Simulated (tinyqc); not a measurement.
Inside a calculation. Method: Luttinger-Kohn k.p, four valence bands. One step of it, computed by the program tinyqc.

Task: Hole masses. E = c [g1 k^2 -/+ 2 sqrt(g2^2 k^4 + 3 (g3^2 - g2^2)(kx^2 ky^2 + ky^2 kz^2 + kz^2 kx^2))] with c = hbar^2/2m, and m* = hbar^2 k^2 / (2 E).

Luttinger parameters chosen for this model; energies are counted downward from the top of the valence band:
```
parameter      value  unit
g1         16.130000
g2          2.990000
g3          3.820000
```

Give: Masses.

Result:

Masses (electron masses):
```
direction  heavy  light
[100]      0.099  0.045
[110]      0.113  0.043
[111]      0.118  0.042
```
